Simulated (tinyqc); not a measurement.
Threshold and carrier lifetime from two turn-on delays.

Question. With a constant carrier lifetime tau, a current step from 0 to I reaches threshold after td = tau ln(I/(I - Ith)). Find Ith and tau.

turn-on delay for steps from 0 to 10 and to 20 mA (ns): [3.2151216, 1.1831079]

Solution. The ratio of the delays holds no tau and rises steadily with Ith, so it has one root below the smaller current.

Ith = 6.70 mA
tau = 2.90 ns

Numbers from tinyqc (`OMP_NUM_THREADS=1 python tinyqc.py 2840038 2840039 out.jsonl`; about 0.01 s on one thread of a shared Intel Xeon 2.30GHz).
